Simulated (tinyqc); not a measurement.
Esaki diode in forward bias, two-band WKB: one step of the calculation.

Abrupt p-n junction, depletion approximation. Energies E are counted from the conduction-band edge of the neutral n side; its Fermi level lies at dn, that of the p side at dn - V, and the valence-band edge of the neutral p side at Em = dn + dp - V. Tunnelling needs 0 < E < Em. Two-band dispersion with equal masses m: inside the gap kappa = sqrt(m u (1 - u/Eg)/C), u the distance from a band edge, C = hbar^2/(2 m0).

Problem. Current density on a coarse grid. J = KJ exp(-S) Eb times the integral from 0 to Em of [f(E - dn) - f(E - dn + V)] [1 - exp(-min(E, Em - E)/Eb)] dE, f(x) = 1/(1 + exp(x/Vt)), with S and Eb from the mean field; J > 0 flows from p to n. KJ = (2 q^2/h) m/(4 pi C) (times 1e14 for A/cm^2 per eV^2). Simpson's rule on nE equally spaced points from 0 to Em.

Values chosen for this exercise; band and dielectric values those of a made-up semiconductor: temperature T = 350 K; band-edge mass of the two-band model m = 0.043 m0; bias of the p side V = 0.083 V; points of the energy grid nE = 11.

Constants: q = 1.602176634e-19 C, kB = 1.380649e-23 J/K, hbar = 1.054571817e-34 J s, h = 6.62607015e-34 J s, m0 = 9.1093837015e-31 kg, Vt = kB T/q, hbar^2/(2 m0) = 0.0380998212 eV nm^2. Results are converted to the units shown.

dn = 0.18446419 eV
dp = 0.15557897 eV
S = 13.590618
Eb = 17.272945 meV

Give: E; difference of the f; transverse factor; integral; KJ; J.

Solution.

```
point   E (eV)  difference of the f  transverse factor
0      0.00000              0.03123            0.00000
1      0.02570              0.06988            0.77420
2      0.05141              0.14782            0.94902
3      0.07711              0.28078            0.98849
4      0.10282              0.44866            0.99740
5      0.12852              0.57505            0.99941
6      0.15423              0.58344            0.99740
7      0.17993              0.46848            0.98849
8      0.20563              0.30073            0.94902
9      0.23134              0.16118            0.77420
10     0.25704              0.07697            0.00000
```

integral = 0.076145 eV
KJ = 6.9587e8 A/(cm^2 eV^2)
J = 1.1461 A/cm^2

Range of the model: Parabolic densities of states, no band tails and no gap narrowing, all of which matter at such doping.

Computed by the program tinyqc: `OMP_NUM_THREADS=1 python tinyqc.py 2620157 2620158 out.jsonl`, one thread of a shared Intel Xeon 2.30GHz, about 0.02 s for the whole run.
